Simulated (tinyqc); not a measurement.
# Pinning factor and decay constant from two barriers

Problem. phiB = S (phiM - chi) + (1 - S)(Eg - E0) with S = 1/(1 + (1/S0 - 1) exp(-be ti)). Find S0, S at the given thickness and be.

Inputs (values chosen for the exercise); semiconductor values close to those of silicon; interlayer mass of the order of that in silicon dioxide, offset chosen freely:
```
symbol,value,unit,meaning
Eg,1.14,eV,band gap
chi,4.17,eV,electron affinity
E0,0.35,eV,charge-neutrality level above the valence band
phiM,4.48,eV,metal work function
```

phiB at ti = 0, 0.4 nm (eV): 0.6556  0.42670742

Answer. Each barrier gives its S by linear interpolation between the pinned and the unpinned value; the ratio of the two values of 1/S - 1 is exp(be ti).

S0 = 0.280
S = 0.757
be = 5.20 1/nm

tinyqc, about 0.03 s, one thread, Intel Xeon 2.30GHz (shared host): `OMP_NUM_THREADS=1 python tinyqc.py 2270112 2270113 out.jsonl`
